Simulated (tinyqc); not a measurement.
When the Fermi surface touches the face: free and nearly free electrons in a metal.

The cubic cell holds 4 atoms: n = 4 z/a^3, kF = (3 pi^2 n)^(1/3), EF = c kF^2/m, vF = 2 c kF/(m hbar), c = hbar^2/2m0; rs = (3/(4 pi n))^(1/3)/a0; D(EF) = 3 n/(2 EF).

Two plane waves k and k - G, G = (111) (2 pi/a): H = [[c k^2/m, V], [V, c (k - G)^2/m]] with c = hbar^2/2m0.

Constants: hbar^2/2m0 = 3.80998211 eV angstrom^2; hbar = 6.58211957e-16 eV s; a0 (Bohr radius) = 0.5291772105 angstrom.

Parameters, chosen for this exercise (out of a larger set: near those of Au, whose d bands this model ignores; not measured data): a = 4.06 angstrom (fcc lattice constant); z = 1 (free electrons an atom); m = 1.24 m0 (mass).

On the face the lower band is E = c (G^2/4 + q^2)/m - V, q along the face. EF is held at its free value. A neck opens where EF > c G^2/(4m) - V, with radius q; the second band fills where EF > c G^2/(4m) + V.

Necks:

| V (eV) | lower band at the face centre (eV) | neck radius (1/angstrom) | radius/kF |
|---|---|---|---|
| 0.2 | 5.319 | - | - |
| 0.5 | 5.019 | - | - |
| 0.8 | 4.719 | - | - |
| 1.1 | 4.419 | 0.1576 | 0.130 |
| 1.4 | 4.119 | 0.3500 | 0.289 |
| 1.8 | 3.719 | 0.5026 | 0.416 |
| 2.2 | 3.319 | 0.6187 | 0.512 |
| 2.6 | 2.919 | 0.7163 | 0.592 |

EF = 4.495 eV
c G^2/(4m) = 5.519 eV

What can be read from this table?

Contact needs V > 1.024 eV. It is first met at V = 1.1 eV of those listed, and the radius then grows as the square root of the excess, to 0.592 kF at 2.6 eV. EF is held at its free value here; a count of states lowers it as V grows, strongly for V of an eV or more, so the threshold is a lower bound, the radii are upper bounds, and some necks may vanish.

tinyqc: `OMP_NUM_THREADS=1 python tinyqc.py 1650969 1650970 out.jsonl`; about 0.01 s, one thread, shared Intel(R) Xeon(R) Processor @ 2.30GHz.
